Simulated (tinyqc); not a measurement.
Order-disorder in a binary alloy on two sublattices: Bragg-Williams and pair (quasi-chemical) approximations: one step, computed by the program tinyqc.

All z = 6 neighbours of a site lie on the other sublattice. B fills the sublattices with x + eta/2 and x - eta/2; energies are per site, from the pure components: u = -z w y with y the probability of an A-B bond taken in one order.

Question. Short-range order at the Bragg-Williams T_c. Quasi-chemical disordered state, with T here the Bragg-Williams T_c and not the input T: y^2/[(1 - x - y)(x - y)] = exp(2 w/(k_B T)) =: E, so y = 2 x (1 - x)/(1 + r), r = sqrt(1 - 4 x (1 - x)(1 - 1/E)); Warren-Cowley alpha = 1 - y/(x (1 - x)); u = -z w y.

Inputs (values chosen for the exercise, for a model alloy): ordering energy w = (e_AA + e_BB)/2 - e_AB = 9.66 meV; fraction x of B = 0.41.

Lattice: simple cubic (z = 6).

T_c, Bragg-Williams = 325.4028 K

Constants: k_B = 8.617333262e-05 eV/K.

Give: bond probability y; alpha of the disordered state at the Bragg-Williams T_c; energy of the disordered state.

Answer.

bond probability y = 0.28130

alpha of the disordered state at the Bragg-Williams T_c = -0.16288

energy of the disordered state = -16.304 meV/site

Short-range order already holds 23 % of the full ordering energy z w x^2, counted from the random alloy at -z w x (1 - x); Bragg-Williams puts none there.
